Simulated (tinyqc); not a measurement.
Mobility and doping from two currents.

Question. A trap-free film with injecting contacts is fitted, with diffusion neglected, by J = q mu N V/Lf + (9/8) eps0 eps_r mu V^2/Lf^3. Find mu, N and the voltage at which both terms are equal.

Inputs (values chosen for the exercise): relative permittivity eps_r = 9.65; film thickness Lf = 700 nm.

Constants: q = 1.602176634e-19 C, eps0 = 8.8541878128e-14 F/cm where lengths are in cm. Results are converted to the units shown.

J at 2.1 and 11 V (A/cm^2): [18.942863, 203.48044]

Answer. J/V is a straight line in V: the slope gives mu and the intercept mu N.

mu = 0.380 cm^2/(V s)
N = 7.80e15 cm^-3
crossover voltage = 6.37 V

Computed by the program tinyqc: `OMP_NUM_THREADS=1 python tinyqc.py 2730008 2730009 out.jsonl`, one thread of a shared Intel Xeon 2.30GHz, about 0.3 s for the whole run.
